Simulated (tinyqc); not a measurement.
Floating body of a partially depleted SOI transistor: body voltage and kink: two steps of the calculation.

Source at 0 V. Channel current Ic = 2 nf K Vt^2 [F(0) - F(Vd)](1 + la Vd), F(V) = ln^2(1 + exp((Vg - VT - nf V)/(2 nf Vt))), VT = VT0 - gb Vb. Saturation voltage Vs = 2 Vt sqrt(F(0)) + 3 Vt, excess Ve = (Vd - Vs + sqrt((Vd - Vs)^2 + 0.0004 V^2))/2, multiplication M1 = Ai Ve exp(-Bl/Ve). Each junction passes D(v) = J1 (exp(v/Vt) - 1) + J2 (exp(v/(2 Vt)) - 1). Bipolar current Ib = bb J1 (exp(Vb/Vt) - 1). The body settles where M1 (Ic + Ib) = D(Vb) + D(Vb - Vd) + Vb/Rb; drain current Id = (1 + M1)(Ic + Ib) - D(Vb - Vd).

Parameters, values chosen for the exercise; values of the order met in partially depleted silicon-on-insulator transistors:

| symbol | value | unit | meaning |
|---|---|---|---|
| T | 330 | K | temperature |
| VT0 | 0.48 | V | threshold at zero body voltage |
| gb | 0.24 |  | fall of the threshold per volt of body voltage |
| nf | 1.43 |  | slope factor |
| K | 340 | uA/(V^2 um) | gain factor per width |
| la | 0.03 | 1/V | channel-length modulation factor |
| Ai | 1.35 | 1/V | impact-ionisation prefactor |
| Bl | 8.3 | V | impact-ionisation voltage |
| J1 | 6.1e-12 | uA/um | diffusion saturation current of each junction |
| J2 | 3e-8 | uA/um | recombination saturation current of each junction |
| bb | 1 |  | gain of the lateral bipolar transistor on the diffusion current |
| Rb | 1e9 | kohm um | resistance of a weak body tie to the source (1e9 stands for no tie, and the term is then dropped) |
| Vg | 1.02 | V | gate voltage |
| Vd | 1.4 | V | drain voltage |

Constants: q = 1.602176634e-19 C, kB = 1.380649e-23 J/K, Vt = kB T/q. Results are converted to the units shown.

Question 1. New Vb. Current into the body I_in = M1 (Ic + Ib) - D(Vb - Vd), current out I_out = D(Vb) + Vb/Rb; f = ln(I_in/I_out), s = df/dVb by central differences over 1e-5 V, Vb(new) = Vb - f/s.

Vb after iteration 1 = 0.56816735 V

Find: Ic; Ve; M1; I_in; I_out; f; s; Vb after iteration 2.

Answer 1.

Ic = 56.67 uA/um
Ve = 0.8418 V
M1 = 5.937e-5
I_in = 0.003365 uA/um
I_out = 0.003554 uA/um
f = -0.05480
s = -33.38 1/V
Vb after iteration 2 = 0.5665 V

Question 2. Drain current with floating and with grounded body. Id and VT at the converged Vb, Id at Vb = 0, their ratio, and the bipolar share Ib/(Ic + Ib).

converged Vb = 0.56652390 V

Give: VT; Id, floating; Id, grounded; ratio; bipolar share.

Answer 2.

VT = 0.3440 V
Id, floating = 56.61 uA/um
Id, grounded = 36.14 uA/um
ratio = 1.566
bipolar share = 4.835e-3 %

The body rises to 0.567 V and lowers the threshold by 136 mV.

Range of the model: The multiplication law is an empirical form chosen for the exercise; self-heating and capacitive coupling to the body are left out, and the linear laws are rough once Vb passes about 0.7 V or M1 about 0.1.

Computed by the program tinyqc: `OMP_NUM_THREADS=1 python tinyqc.py 2182137 2182138 out.jsonl`, one thread of a shared Intel Xeon 2.30GHz, about 0.2 s for the whole run.
